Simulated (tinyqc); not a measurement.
Worked calculation: size effects in the resistivity of thin metal films and interconnect lines. Computed by tinyqc, a small Python program that keeps every step. Command: `OMP_NUM_THREADS=1 python tinyqc.py 3007797 3007798 out.jsonl size walk`. One thread of a shared host (Intel(R) Xeon(R) Processor @ 2.30GHz), about 0.01 s of CPU time with the checks. Intermediate numbers are printed to about 5 digits and carried at full precision; extremes and crossings named in words are read from the listed rows.

Electrons lose their drift at surfaces (a share 1 - p of the hits) and at grain boundaries (reflection R), besides bulk scattering. The line sits in a trench with a non-conducting liner on both walls and the bottom; the spacing equals the drawn width.

Inputs (values chosen for the exercise, modelled on silver):

| quantity | value | unit |
|---|---|---|
| bulk resistivity rho_b | 1.55 | microohm cm |
| bulk mean free path lambda | 56.4 | nm |
| specularity p | 0.66 | - |
| grain-boundary reflection R | 0.33 | - |
| drawn line width w | 13 | nm |
| grain size over metal width | 1.7 | - |
| aspect ratio (height over width) | 1.9 | - |
| liner thickness t | 0.6 | nm |
| line length | 20 | micrometre |
| permittivity of the dielectric k | 3 | - |
| competitor: rho_b relative to this metal | 1.8 | - |
| competitor: lambda relative to this metal | 0.19 | - |
| competitor: liner relative to t | 0 | - |

Geometry: line.

Constants: eps_0 = 8.8541878128e-12 F/m.

## Metal cross-section

Metal width w_m = w - 2t, height h_m = (aspect ratio) w - t, grain size D = (ratio) w_m.

metal width w_m = 11.8 nm

metal height h_m = 24.1 nm

grain size D = 20.06 nm

share of the trench filled by metal = 88.564 %

## Grain boundaries

Mayadas-Shatzkes: alpha = (lambda/D) R/(1 - R); rho_b/rho = 1 - 3 alpha/2 + 3 alpha^2 - 3 alpha^3 ln(1 + 1/alpha).

alpha = 1.3848

rho/rho_b from grains = 2.8952

The linear estimate 1 + 3 alpha/2 gives 3.077, 6 % high; at large alpha the slope is 4/3.

## Surfaces

Fuchs-Sondheimer film: rho_b/rho = 1 - (3/(2 kappa))(1 - p) int_0^1 (s - s^3)(1 - exp(-kappa/s))/(1 - p exp(-kappa/s)) ds, f = rho/rho_b, kappa = thickness/lambda, 80 Gauss-Legendre points. Line: the excess of a film of thickness w_m and of a film of thickness h_m are added, rho/rho_b = 1 + (f(w_m) - 1) + (f(h_m) - 1), an estimate that holds best when both sides exceed lambda.

kappa = w_m/lambda = 0.20922

f(w_m) = 1.5940

f(h_m) = 1.3093

rho/rho_b from surfaces = 1.9034

Caution: for lines much narrower than lambda adding the two film terms and the grain term underestimates the resistivity.

## Resistance and delay

Total: rho = rho_b [1 + surface excess + grain excess]; resistance per length rho/(w_m h_m); capacitance per length C = 2 k eps_0 (aspect ratio + 1/2), a parallel-plate estimate for two neighbours plus a fixed term for the planes above and below; delay 0.38 R C L^2; effective resistivity per drawn area.

resistivity rho = 5.8878 microohm cm

resistance per length = 207.04 ohm/micrometre

capacitance per length = 0.12750 fF/micrometre

RC delay = 4.0124 ps

effective resistivity per drawn area = 6.6481 microohm cm

Of the factor 4.29 over bulk, scattering gives 3.80 and the liner 1.13; within scattering, grain boundaries outweigh surfaces (1.90 against 0.90, grains first).

## A short-path metal as competitor

w_m = w - 2t, h_m = (aspect ratio) w - t, D = (ratio) w_m; rho = rho_b [1 + surface excess + grain excess]. Effective resistivity rho (aspect ratio) w^2/(w_m h_m) for the metal with its liner, for the same metal without liner, and for a competitor with its own rho_b, lambda and liner, and for that competitor with the liner t; p, R, aspect and grain ratios are the same.

Effective resistivity (microohm cm):

| w (nm) | this metal | without liner | competitor | competitor, liner t |
|---|---|---|---|---|
| 200 | 1.838 | 1.823 | 2.8838 | 2.906 |
| 100 | 2.132 | 2.094 | 2.9772 | 3.025 |
| 50 | 2.735 | 2.629 | 3.1636 | 3.271 |
| 30 | 3.573 | 3.328 | 3.4116 | 3.616 |
| 20 | 4.682 | 4.184 | 3.7204 | 4.080 |
| 14 | 6.227 | 5.261 | 4.1151 | 4.730 |
| 10 | 8.538 | 6.670 | 4.6368 | 5.704 |
| 7 | 12.673 | 8.739 | 5.4098 | 7.442 |
| 5 | 19.859 | 11.440 | 6.4252 | 10.432 |

The competitor wins below a width between 50.0 and 30.0 nm. In narrow lines rho scales as rho_b lambda/w, and the product rho_b lambda of the competitor is 0.34 times this metal's. At the narrowest width the liner costs this metal a factor 1.74. With the same liner the competitor wins below a width between 30.0 and 20.0 nm; at the narrowest width the thinner liner lowers it from 10.4 to 6.43. Rows with w - 2t below lambda stretch the additive estimate. Metal widths below about 5 nm are outside this semiclassical model.

Checks made by the program: grain-boundary formula against its angular integral 3 int_0^1 c^3/(c + alpha) dc (relative difference below 1e-10).
